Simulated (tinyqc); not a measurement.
Length offset and series resistance from crossing lines.

Problem. R_total = Rs + k (L - dL)/Vo with constant Rs, dL and k. Find k, dL and Rs.

R_total at (L, Vo) = (50, 0.32), (150, 0.32), (50, 0.81) and (150, 0.81), L in nm and Vo in V (ohm um): [486.12500, 1361.1250, 270.69136, 616.37037]

Solution. At each overdrive R is a straight line in L with slope k/Vo; the two lines cross at L = dL, R = Rs.

k = 2.800 ohm um V/nm
dL = 9.300 nm
Rs = 130.0 ohm um

Computed by the program tinyqc: `OMP_NUM_THREADS=1 python tinyqc.py 2282213 2282214 out.jsonl`, one thread of a shared Intel Xeon 2.30GHz, about 0.03 s for the whole run.
